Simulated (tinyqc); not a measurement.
Inside a calculation. Model: stacked nanosheet transistor, parasitic resistance, capacitance and delay.

Program tinyqc, `OMP_NUM_THREADS=1 python tinyqc.py 2170089 2170090 out.jsonl`; Intel Xeon 2.30GHz, shared host, one thread, about 0.06 s. Printed values are rounded.

Ns sheets share one contact on top; each has perimeter p = 2 (Ws + ts) and cross-section A = Ws ts; contact width Wc = Ws + 10 nm, stack height Hs = Ns pv. Sheet 1 is the top one. Contact length Lc = CPP - Lg - 2 Lsp, shared by two neighbouring gates. Source and drain sides are equal. The formulas are first-order estimates, not field solutions.

Values chosen for this exercise; values close to those of silicon logic devices: temperature T = 300 K; number of sheets Ns = 2; sheet width Ws = 20 nm; sheet thickness ts = 4 nm; vertical pitch of the sheets pv = 18 nm; vertical resistance between sheet levels rv = 85 ohm; contacted gate pitch CPP = 45 nm; gate length Lg = 18 nm; spacer length Lsp = 7 nm; relative permittivity of the spacer ks = 4; gate height above the channel stack Hc = 30 nm; contact resistivity rc = 2.7e-9 ohm cm^2; resistivity of the source-drain epitaxy re = 0.00025 ohm cm; current-carrying depth of the epitaxy te = 20 nm; resistivity of the extension rx = 0.0015 ohm cm; gate overlap Lov = 2 nm; inversion capacitance Cinv = 2.8 uF/cm^2; injection velocity vx = 1e7 cm/s; apparent mobility mu = 150 cm^2/(V s); threshold at zero drain voltage VT = 0.24 V; barrier lowering dl = 0.044 V/V; subthreshold factor n = 1.28; wire load Cw = 0.06 fF; supply voltage Vdd = 0.8 V.

Constants: q = 1.602176634e-19 C, kB = 1.380649e-23 J/K, eps0 = 8.8541878128e-12 F/m, Vt = kB T/q. Results are converted to the units shown.

## Geometry and resistances

Epitaxy sheet resistance Rsh = re/te, transfer length LT = sqrt(rc/Rsh), contact Rc = [sqrt(rc Rsh)/Wc] coth(Lc/(2 LT)); extension of one sheet Rx = rx Lsp/A. Effective width N p; for equal currents and rv = 0 one side has Rc + Rx/N.

Lc = 13 nm
effective width = 96 nm
Rsh = 125 ohm
LT = 46.4758 nm
Rc = 1393.63 ohm
Rx = 1312.50 ohm
one side times effective width = 196.789 ohm um

Lc/2 is 0.14 transfer lengths, and Rc is 0.65 % above the area limit rc/(Wc Lc/2). The contact makes up 68.0 % of one side.

## Capacitances

With N sheets: gate Cg = Cinv p N Lg; per side, plate Cp = ks eps0 [Wc (Hs + Hc) - N A]/Lsp, top fringe Cf = (2/pi) ks eps0 Wc ln(1 + Lg/(2 Lsp)), overlap Co = Cinv p N Lov. Cs = Cp + Cf + Co. An inverter of two such devices driving an equal one has the load CL = 2 (Cg + 2 Cs) + 4 Cs + Cw (its own drains counted twice for the Miller effect).

Cg = 48.3840 aF
Cp = 9.20836 aF
Cf = 0.559174 aF
Co = 5.376 aF
CL = 277.916 aF

The channel capacitance gives 34.8 % of CL, the parasitic parts 43.6 % and the wire 21.6 %.

## Iteration 1: sheet currents at Vgs = Vdd, Vds = Vdd/2

I at the start (uA): sheet 1 0, sheet 2 0

One sheet: I = p Q vx u/(1 + |u|^1.8)^(1/1.8), Q = Cinv n Vt ln(1 + exp((Vg' - VT + dl Vd')/(n Vt))), u = Vd' mu/(vx Lg), Vg' = Vgs - v, Vd' = Vds - 2 v, with the drop on each side v_j = Rc sum I + rv (sum over levels k = 2..j of the current of sheets k..Ns) + Rx I_j. I(new) = I + 0.5 (I(out) - I).

drop v (mV): sheet 1 0, sheet 2 0
I(out) (uA): sheet 1 73.0920, sheet 2 73.0920
I after iteration 1 (uA): sheet 1 36.5460, sheet 2 36.5460

## Iteration 2: sheet currents at Vgs = Vdd, Vds = Vdd/2

As before.

drop v (mV): sheet 1 149.830, sheet 2 152.936
I(out) (uA): sheet 1 34.4196, sheet 2 32.8676
I after iteration 2 (uA): sheet 1 35.4828, sheet 2 34.7068

## Course of the iteration: sheet currents at Vgs = Vdd, Vds = Vdd/2

Stop when the largest change of I is below 1e-6 uA, or after 80 iterations.

Course of the iteration:
```
iteration  total I (uA)  largest |change| of one entry (uA)
1               73.0920                                36.5
2               70.1896                                1.84
3               71.6250                               0.744
4               70.9543                               0.357
5               71.2762                               0.165
6               71.1236                              0.0793
7               71.1963                              0.0376
8               71.1617                              0.0179
9               71.1782                             8.53e-3
...                 ...                                 ...
14              71.1728                             2.08e-4
15              71.1730                             9.92e-5
16              71.1729                             4.72e-5
17              71.1729                             2.25e-5
18              71.1729                             1.07e-5
19              71.1729                             5.09e-6
20              71.1729                             2.42e-6
21              71.1729                             1.15e-6
22              71.1729                             5.49e-7
```

Converged in 22 iterations. At the end each change is about 0.48 times the one before: linear convergence. The bottom sheet carries 97.6 % of the current of the top one.

## Effective current, delay and energy

IH = I(Vdd, Vdd/2) = 71.1729 uA
IL = I(Vdd/2, Vdd), solved likewise = 32.3071 uA

Ieff = (IH + IL)/2, delay CL Vdd/(2 Ieff), energy CL Vdd^2, with CL the load of an inverter that drives an equal one.

Ieff = 51.7400 uA
delay = 2.14856 ps
energy = 177.866 aJ

Without any series resistance Ieff would be 98.9 uA, so the resistances cost 47.7 %.
